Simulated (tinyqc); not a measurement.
Kronig-Penney superlattice by transfer matrices: one step. Layer matrices at one energy.

Wells (width a, potential 0, mass mw) alternate with barriers (width b, height V0, mass mb); period d = a + b; c = hbar^2/2m0. The vector (psi, psi'/m) is continuous, and a layer of thickness t carries it by M = [[cos kt, (m/k) sin kt], [-(k/m) sin kt, cos kt]] with k = sqrt(m (E - V)/c); for E < V, k = i kappa gives [[cosh, (m/kappa) sinh], [(kappa/m) sinh, cosh]] of kappa t. A Bloch state obeys cos(q d) = tr(Mb Mw)/2.

Constants: hbar^2/2m0 = 3.80998211 eV angstrom^2.

Values chosen for the exercise (near those of an InGaAs superlattice with barriers of InP; the results hold for these values, not for the real material): a = 61 angstrom (well width); b = 18 angstrom (barrier width); V0 = 0.247 eV (barrier height); mw = 0.0411 m0 (mass in the wells); mb = 0.0834 m0 (mass in the barriers); E = 0.3629 eV (trial energy).

Task: Form the matrix of the well and of the barrier at E.

Give: k in the well; k in the barrier; Mw (angstrom units); Mb (angstrom units).

Result:

k in the well = 0.06257 1/angstrom
k in the barrier = 0.05037 1/angstrom

Mw (angstrom units):
$$\begin{pmatrix}
-0.78067 & -0.41052 \\
0.95138 & -0.78067
\end{pmatrix}$$

Mb (angstrom units):
$$\begin{pmatrix}
0.61639 & 1.3038 \\
-0.47557 & 0.61639
\end{pmatrix}$$

(tinyqc, `OMP_NUM_THREADS=1 python tinyqc.py 1280484 1280485 out.jsonl`, Intel(R) Xeon(R) Processor @ 2.30GHz, 1 thread, shared host, about 0.08 s.)
